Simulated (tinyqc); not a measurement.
Smearing for a one-band metal on the simple cubic lattice: one step. Levels on the mesh.

Lattice vectors (units of a): a1 = (1, 0, 0), a2 = (0, 1, 0), a3 = (0, 0, 1). E(k) = -t A_1(k) - t2 A_2(k), A_m the sum of cos(k . R) over the 6 nearest and 12 second lattice vectors. Mesh k = sum (j_i/N) b_i, j_i = 0 .. N-1.

Parameters, chosen for this exercise: t = 1.22 eV (nearest hopping); t2 = 0.03 eV (second hopping); N = 5 (unshifted mesh).

Task: Evaluate the band and collect equal energies with their counts.

Give: Distinct levels.

Result:

Distinct levels:
```
E_k (eV)  points
-7.6800        1
-5.8282        6
-4.0336       12
-2.8318        6
-2.2964        8
-1.1300       24
0.5145        24
1.6236        12
3.1755        24
5.6864         8
```

10 distinct levels; the mean spacing is 1.485 eV.

tinyqc: `OMP_NUM_THREADS=1 python tinyqc.py 1681479 1681480 out.jsonl`; about 0.3 s, one thread, shared Intel(R) Xeon(R) Processor @ 2.30GHz.
